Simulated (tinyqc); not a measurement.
# Threshold-voltage variability of a planar MOSFET, analytic estimates: effect of the gate length

Three independent sources add in quadrature: random dopants in the depleted layer, metal-gate grains of two orientations, and roughness of the two gate edges acting through the roll-off VT = VT(long) - Vr exp(-L/l). These are first-order estimates: no three-dimensional electrostatics, no percolation.

ni = sqrt(Nc Nv) exp(-Eg/(2 Vt)), Eg in volts; Cox = 3.9 eps0/ti; Wd = sqrt(4 eps0 eps_r Vt ln(Na/ni)/(q Na)); dopants: s1 = (q/Cox) sqrt(Na Wd/(3 L W)). Grains: Ng = L W/G^2 (at least 1), s2 = dW sqrt(p (1 - p)/Ng). Edges, with exponential correlation and u = W/La: the mean gate length has sL^2 = 2 De^2 (2/u)[1 - (1 - exp(-u))/u]; s3 = sL (Vr/l) exp(-L/l). s = sqrt(s1^2 + s2^2 + s3^2). l and Vr are held fixed.

Values chosen for this exercise; material values those of a made-up semiconductor: temperature T = 293 K; band gap Eg = 0.733 eV; relative permittivity of the semiconductor eps_r = 19.4; conduction-band density of states at T Nc = 9.39e18 cm^-3; valence-band density of states at T Nv = 4.97e18 cm^-3; channel doping Na = 3.1e17 cm^-3; oxide-equivalent thickness in inversion ti = 1.3 nm; gate width W = 99 nm; metal grain size G = 4 nm; work-function difference of the two grain orientations dW = 0.1 eV; share of the orientation of higher work function p = 0.6; rms roughness of one gate edge De = 0.6 nm; correlation length of the roughness La = 20 nm; decay length of the threshold roll-off l = 13 nm; prefactor of the roll-off Vr = 2.8 V.

Constants: q = 1.602176634e-19 C, kB = 1.380649e-23 J/K, Vt = kB T/q, eps0 = 8.8541878128e-14 F/cm where lengths are in cm. Results are converted to the units shown.

Effect of the gate length:
```
L (nm),s1 (mV),s2 (mV),s3 (mV),s (mV),s sqrt(L W) (mV um)
39,7.842,3.154,5.171,9.909,0.6157
47,7.144,2.873,2.795,8.191,0.5588
57,6.487,2.609,1.295,7.111,0.5342
68,5.939,2.388,0.5556,6.425,0.5272
82,5.408,2.175,0.1893,5.832,0.5255
99,4.922,1.979,0.05119,5.306,0.5253
120,4.471,1.798,0.01018,4.819,0.5252
140,4.139,1.665,0.002185,4.461,0.5252
```

Read the table: what changes, and by how much?

As L goes from 39 to 140 nm, s falls from 9.91 to 4.46 mV. The dopants are the largest source in the first and the last row. The product s sqrt(L W) falls from 0.616 to 0.525 mV um: s1 and s2 go as 1/sqrt(L W), so the change comes from s3 alone. For L = 39 to 57 nm the depletion depth exceeds L, so source and drain share much of the charge and s1 is rough.

Computed by the program tinyqc: `OMP_NUM_THREADS=1 python tinyqc.py 2090138 2090139 out.jsonl`, one thread of a shared Intel Xeon 2.30GHz, about 0.01 s for the whole run.
